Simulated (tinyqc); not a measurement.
From results back to parameters: configuration-coordinate model of carrier capture at a defect. Three cases, with inputs chosen for the exercise.

Problem. For two parabolas of equal curvature the ionisation peak lies at ET + ER, the emission barrier is (ER + ET)^2/(4 ER), and the standard deviation of the band at T = 0 is sqrt(ER hw). The values come from hidden ET, ER and hw.

Find: ET, ER, hw; capture barrier.

Method. ER is the squared peak energy over four times the emission barrier; ET is the rest, hw = variance/ER, and the capture barrier is the emission barrier less ET.

Case 1.

ionisation peak = 1.0500 eV
emission barrier = 0.744932 eV
standard deviation at T = 0 = 0.127593 eV

Solution.

ET, ER, hw (eV): 0.680  0.370  0.044

capture barrier = 0.065 eV

Case 2.

ionisation peak = 1.3300 eV
emission barrier = 0.775833 eV
standard deviation at T = 0 = 0.139212 eV

Solution.

ET, ER, hw (eV): 0.760  0.570  0.034

capture barrier = 0.016 eV

Case 3.

ionisation peak = 1.0600 eV
emission barrier = 0.445873 eV
standard deviation at T = 0 = 0.156748 eV

Solution.

ET, ER, hw (eV): 0.430  0.630  0.039

capture barrier = 0.016 eV

Computed by tinyqc, one run a case: `OMP_NUM_THREADS=1 python tinyqc.py N N+1 out.jsonl` with N = 1451487, 1451552, 1451557; one thread of a shared Intel(R) Xeon(R) Processor @ 2.30GHz, about 0.01 s a run at most.
